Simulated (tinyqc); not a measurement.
Against the doping: band-to-band tunnelling and avalanche in a reverse-biased abrupt junction. Computed by tinyqc, a small Python program. Command: `OMP_NUM_THREADS=1 python tinyqc.py 3010120 3010121 out.jsonl zener walk`. One thread of a shared host (Intel(R) Xeon(R) Processor @ 2.30GHz), about 0.01 s of CPU time with the checks.

Direct Kane tunnelling in the local field (for indirect gaps the mass is an effective fit) and one ionisation coefficient for both carriers. N is the doping of the light side, or N_A N_D/(N_A + N_D) for the symmetric junction; the built-in voltage is taken as E_g/e.

Inputs (values chosen for the exercise, modelled on silicon): band gap at 300 K, E_g = 1.15 eV; gap narrowing with temperature, -dE_g/dT = 0.26 meV/K; reduced tunnelling mass m_r = 0.18 m_0; permittivity eps = 11.7; ionisation prefactor a = 1.1e+06 1/cm; ionisation field at 300 K, b = 1.63e+06 V/cm; relative rise of b with temperature = 6.3 1e-4/K; effective doping N = 1.2e+18 1/cm^3; current density that defines tunnel breakdown, J_0 = 1 A/cm^2; temperature T = 250 K.

Junction: one-sided.

Constants: eps_0 = 8.8541878128e-12 F/m; e = 1.602176634e-19 C; m_0 = 9.1093837015e-31 kg; hbar = 1.054571817e-34 J s.

Method:
- E_g(T) = E_g - (T - 300 K)(-dE_g/dT); b(T) = b [1 + (rise)(T - 300 K)]; w = sqrt(2 eps eps_0 (V_R + E_g/e)/(e N)); F_m = 2 (V_R + E_g/e)/w; the field falls linearly from F_m to 0 across w.
- Kane: G(F) = A F^2 exp(-B/F), A = e^2 sqrt(m_r)/(18 pi hbar^2 sqrt(E_g)), B = pi sqrt(m_r) E_g^(3/2)/(2 e hbar), SI units; J = e int G dx x V_R/(V_R + E_g/e), the last factor making J vanish at zero bias; int G dx = (w/F_m) int_0^F_m G dF by 64 Gauss-Legendre points.
- Avalanche: I = (w/F_m) int_0^F_m a exp(-b/F) dF by 64 Gauss-Legendre points, M = 1/(1 - I), breakdown at I = 1.
- V_Z solves J = J_0 and V_A solves I = 1; the lower one is the breakdown voltage; temperature coefficients by a central difference of +/- 10 K.

Breakdown:
```
N (1/cm^3)     V_Z (V)  V_A (V)  F_m at breakdown (MV/cm)       first
2.40e+16    2.6989e+02   29.105                    0.4740   avalanche
6.00e+16    1.1562e+02   16.709                    0.5759   avalanche
1.40e+17    5.2595e+01   10.392                    0.7074   avalanche
3.60e+17    2.1570e+01    6.474                    0.9222   avalanche
7.20e+17    1.0976e+01    4.818                    1.1541   avalanche
1.20e+18    6.5106e+00    4.028                    1.3881   avalanche
2.40e+18    2.9935e+00    3.390                    1.7566  tunnelling
6.00e+18    7.6488e-01    3.181                    1.8916  tunnelling
1.40e+19    3.6044e-02    3.665                    2.2787  tunnelling
```

The mechanism changes between 1.20e18 and 2.40e18 per cm^3. Across the table V_Z + E_g/e scales as N^-0.85 and V_A as N^-0.33: tunnelling needs a nearly fixed field, while avalanche in a thinner layer needs a higher one. Rows with V_Z below E_g/e understate it, since the local Kane formula overestimates the current there. Rows with V_A below about 5 E_g/e understate it, since the local law ignores the distance a carrier needs to reach the ionisation energy; silicon and germanium junctions change over near 4 to 6 E_g/e.

Extremes, crossings and ranges named in words are read from the listed rows.
